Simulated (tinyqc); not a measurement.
Wafer bonding and layer transfer: bond energy, gap closing, particles, bonding of dissimilar wafers and hydrogen blisters: one step, computed by the program tinyqc.

gamma is the energy per area of each of the two surfaces; plates are isotropic, and both wafers have E1 and t1.

Task: Does a shallow gap close? E' = E1/(1 - nu^2), equal wafers of thickness t1 assumed. A gap of radius R closes if h_g < h_c: h_c = R^2/sqrt((2/3) E' t1^3/gamma) for R > 2 t1 (plate bending), h_c = 3.6 sqrt(R gamma/E') for R < 2 t1 (local deformation).

Inputs (values chosen for the exercise, with wafer 1 close to silicon): Young's modulus E1 = 132 GPa; Poisson ratio nu = 0.28; thickness t1 = 725 micrometre; radius of a shallow gap R = 0.24 mm; half height of the gap h_g = 1.5 nm.

bond energy gamma = 0.6511294 J/m^2

Give: closable height h_c; h_g/h_c.

Result:

closable height h_c = 118.9 nm

h_g/h_c = 0.01261

The gap closes.
